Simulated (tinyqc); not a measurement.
Convergence with the k mesh: Bethe-Salpeter matrix of a two-band square lattice (Tamm-Dancoff form).

One valence and one conduction band, lattice period 1, mesh k = 2 pi j/N along each axis (first index slowest). Pair energies D(k) = Eg + 2 t sum(1 - cos k), t = tc + tv. Screened attraction W(R) = U at R = 0 and V/|R| otherwise, R over the N x N cells with the nearest image; W(q) = sum_R W(R) cos(q R). H(k, k') = D(k) delta - W(k - k')/Nk + 2 J/Nk for singlets (J = 0 for triplets), Nk the number of k points. With a constant transition dipole the strength of a state is f = (sum_k A_k)^2/Nk, and the f sum to 1.

Values chosen for the exercise:
```
symbol  value  unit  meaning
Eg      5.4    eV    quasiparticle gap
tc      0.29   eV    conduction hopping
tv      0.06   eV    valence hopping
U       1.18   eV    attraction in the same cell
V       0.37   eV    attraction at one cell distance
J       0.06   eV    exchange in the same cell
```

Lowest triplet and singlet, and f of the singlet, against N.

Results:
```
N   Eg - E triplet (eV)  Eg - E singlet (eV)  f singlet
3                0.5092               0.4676     0.3199
4                0.4261               0.3854     0.3058
6                0.3725               0.3271     0.3368
9                0.3606               0.3108     0.3749
14               0.3597               0.3093     0.3819
36               0.3597               0.3092     0.3821
```

Give the missing row, N = 22.

Computed row:
```
N   Eg - E triplet (eV)  Eg - E singlet (eV)  f singlet
22               0.3597               0.3092     0.3821
```

The coarsest mesh misjudges the singlet binding by +0.1584 eV against the finest: a mesh of N points along an axis repeats the pair every N cells. The triplet is within 1 meV of the last row from N = 9 on. The singlet is within 1 meV of the last row from N = 14 on. The more tightly bound triplet is the smaller object in R, so it needs no more points than the singlet.

Run: tinyqc, `OMP_NUM_THREADS=1 python tinyqc.py 1251706 1251707 out.jsonl`; Intel(R) Xeon(R) Processor @ 2.30GHz, one thread, shared host; about 0.8 s of CPU time with all checks.
